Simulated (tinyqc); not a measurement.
Shallow donor in effective-mass theory, with valley-orbit splitting: one step. The valley-orbit matrix.

Basis: the 1s envelopes of the valleys +x, -x, +y, -y, +z, -z. Diagonal E0 - D0, element -D2 between opposite valleys and -D1 between perpendicular ones. Strain along [001] adds 2 Ds/3 to the z valleys and -Ds/3 to the others.

Parameters, chosen for this exercise (near those of a group-V donor in Si; shifted at random, so the results belong to these values and not to a real crystal): E0 = -32.1 meV (single-valley level); D0 = 4.12 meV (central-cell shift); D1 = 2.07 meV (coupling of perpendicular valleys); D2 = 1.52 meV (coupling of opposite valleys); Ds = 8 meV (strain splitting: z valleys less the others).

Problem. Fill it in with the strain.

Give: H.

Solution.

H (meV), rows +x, -x, +y, -y, +z, -z and columns alike:
$$\begin{pmatrix}
-38.887 & -1.520 & -2.070 & -2.070 & -2.070 & -2.070 \\
-1.520 & -38.887 & -2.070 & -2.070 & -2.070 & -2.070 \\
-2.070 & -2.070 & -38.887 & -1.520 & -2.070 & -2.070 \\
-2.070 & -2.070 & -1.520 & -38.887 & -2.070 & -2.070 \\
-2.070 & -2.070 & -2.070 & -2.070 & -30.887 & -1.520 \\
-2.070 & -2.070 & -2.070 & -2.070 & -1.520 & -30.887
\end{pmatrix}$$

(tinyqc, `OMP_NUM_THREADS=1 python tinyqc.py 1251295 1251296 out.jsonl`, Intel(R) Xeon(R) Processor @ 2.30GHz, 1 thread, shared host, about 0.01 s.)
